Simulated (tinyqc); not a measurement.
## Pelgrom slope, floor and doping from two device sizes

Question. s^2 = A^2/(L W) + s0^2, with s0 independent of size and A = (q/Cox) sqrt(Na Wd/3) from random dopants alone, Cox = 3.9 eps0/ti. Find A, s0 and Na.

Values chosen for this exercise: oxide-equivalent thickness in inversion ti = 1.3 nm.

Constants: q = 1.602176634e-19 C, eps0 = 8.8541878128e-14 F/cm where lengths are in cm. Results are converted to the units shown.

s for gate areas 0.0045 and 0.13 um^2 (mV): 14.5436239  6.13157433
Wd = 18.0676788 nm

Answer. s^2 is linear in 1/area: slope A^2, intercept s0^2.

A = 0.9004 mV um
s0 = 5.600 mV
Na = 3.700e18 cm^-3

tinyqc, about 0.01 s, one thread, Intel Xeon 2.30GHz (shared host): `OMP_NUM_THREADS=1 python tinyqc.py 2090097 2090098 out.jsonl`
